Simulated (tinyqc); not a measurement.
# Field from the level spacing

Problem. In a triangular well E_k = a_k (C F^2/mz1)^(1/3), a_1 = 2.338107, a_2 = 4.087949, C = hbar^2/(2 m0), F in eV/nm (1 MV/cm = 0.1 eV/nm). Find F, E_1, the mean distance 2 E_1/(3 F) of the lowest level and the sheet charge eps0 eps_r F/q behind such a field.

Inputs (values chosen for the exercise):
```
symbol  value  unit                                     meaning
eps_r    9.59                             relative permittivity
mz1     0.328    m0  mass along z of valley set A (3 valley(s))
```

Constants: q = 1.602176634e-19 C, hbar = 1.054571817e-34 J s, m0 = 9.1093837015e-31 kg, eps0 = 8.8541878128e-14 F/cm where lengths are in cm, hbar^2/(2 m0) = 0.0380998212 eV nm^2. Results are converted to the units shown.

spacing of the two lowest levels = 80.589886 meV

Answer. The spacing over a_2 - a_1 is the energy scale (C F^2/mz1)^(1/3), which gives F.

F = 0.290 MV/cm
E_1 = 108 meV
mean distance = 2.48 nm
sheet charge over q = 1.54e12 cm^-2

Computed by the program tinyqc: `OMP_NUM_THREADS=1 python tinyqc.py 2160135 2160136 out.jsonl`, one thread of a shared Intel Xeon 2.30GHz, about 0.6 s for the whole run.
